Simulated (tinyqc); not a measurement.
Short-channel transistor, virtual-source model with series resistance: one step of the calculation.

The current per gate width is the charge at the top of the source barrier (the virtual source) times its velocity times a saturation function; al and be are fitting constants of the model. Units: I in uA/um, Rs in ohm um, so I Rs = 1e-6 I Rs in volts; Q in uC/cm^2, so I = 1e-4 Q vx0 Fsat with vx0 in cm/s.

Question. Current through the series resistance. Intrinsic voltages Vg' = Vgs - I Rs, Vd' = Vds - 2 I Rs. n = n0 + nd Vd', VT = VT0 - dl Vd', Ff = 1/(1 + exp((Vg' - VT + al Vt/2)/(al Vt))), Q = Cinv n Vt ln(1 + exp((Vg' - VT + al Vt Ff)/(n Vt))), Vdsat = (vx0 L/mu)(1 - Ff) + Vt Ff, Fsat = u/(1 + u^be)^(1/be) with u = Vd'/Vdsat, and I(out) = Q vx0 Fsat per width. (Fsat takes the sign of u.) I(new) = I(out).

Values chosen for this exercise:
- T = 350 K (temperature)
- Cinv = 2.84 uF/cm^2 (inversion capacitance)
- vx0 = 1.07e7 cm/s (velocity at the virtual source)
- mu = 120 cm^2/(V s) (apparent mobility)
- L = 130 nm (channel length)
- VT0 = 0.321 V (threshold at zero drain voltage)
- dl = 0.148 V/V (drain-induced barrier lowering)
- n0 = 1.1 (subthreshold factor)
- nd = 0.2 1/V (growth of n with drain voltage)
- al = 3.5 (threshold shift (in units of Vt) from weak to strong inversion)
- be = 1.8 (sharpness of saturation)
- Rs = 250 ohm um (series resistance of each contact)
- Vgs = 0.6 V (gate voltage)
- Vds = 0.2 V (drain voltage)

Constants: q = 1.602176634e-19 C, kB = 1.380649e-23 J/K, Vt = kB T/q. Results are converted to the units shown.

I at the start = 0 uA/um

Wanted: Vg'; Vd'; VT; Ff; Q; Vdsat; Fsat; I(out); I after iteration 1.

Answer.

Vg' = 0.6000 V
Vd' = 0.2000 V
VT = 0.2914 V
Ff = 0.03157
Q = 0.8859 uC/cm^2
Vdsat = 1.124 V
Fsat = 0.1737
I(out) = 164.7 uA/um
I after iteration 1 = 164.7 uA/um

tinyqc, about 0.01 s, one thread, Intel Xeon 2.30GHz (shared host): `OMP_NUM_THREADS=1 python tinyqc.py 2380028 2380029 out.jsonl`
